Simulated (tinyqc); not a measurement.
Off-state leakage of single and stacked transistors: one step of the calculation.

n-channel devices of unit width. Subthreshold current I(Vg, Vs, Vd) = I0 (T/300 K)^0.5 exp[(Vg - Vs - VT(T) - gb (Vs - Vb) + dd (Vd - Vs))/(nf Vt)] (1 - exp(-(Vd - Vs)/Vt)), VT(T) = VT - cT (T - 300 K). Gate-edge tunnelling Ig (Vd/1 V) exp(ag (Vd - 1 V)), for a gate at 0 V, and band-to-band leakage Ab u exp(-Bb/u), u = Vd - Vb + 1 V, flow at a drain held at V; both are taken as independent of T. In a stack of off transistors (all gates at 0 V) the same subthreshold current passes through each.

Question. New Vx. Stack of two, Vx the node between them: I_low = I(0, 0, Vx), I_up = I(0, Vx, V), f = ln(I_up/I_low), f' = -(1 + gb + 2 dd)/(nf Vt) - 1/(Vt (exp(Vx/Vt) - 1)) - 1/(Vt (exp((V - Vx)/Vt) - 1)), Vx(new) = Vx - f/f'.

Inputs (values chosen for the exercise); values of the order met in bulk silicon logic transistors: temperature T = 300 K; supply voltage V = 1 V; threshold at 300 K, zero drain and body bias VT = 0.38 V; fall of the threshold with temperature cT = 0.7 mV/K; current at threshold at 300 K I0 = 0.31 uA/um; slope factor nf = 1.55; drain-induced lowering per volt dd = 0.14; rise of the threshold per volt of source-body bias gb = 0.23; body voltage Vb = -0.3 V.

Constants: q = 1.602176634e-19 C, kB = 1.380649e-23 J/K, Vt = kB T/q. Results are converted to the units shown.

Vx at the start = 0.093 V

Wanted: I_low; I_up; f; f'; Vx after iteration 1.

Answer.

I_low = 0.005676 nA/um
I_up = 0.005774 nA/um
f = 0.01705
f' = -38.77 1/V
Vx after iteration 1 = 0.09344 V

Computed by the program tinyqc: `OMP_NUM_THREADS=1 python tinyqc.py 2242199 2242200 out.jsonl`, one thread of a shared Intel Xeon 2.30GHz, about 0.03 s for the whole run.
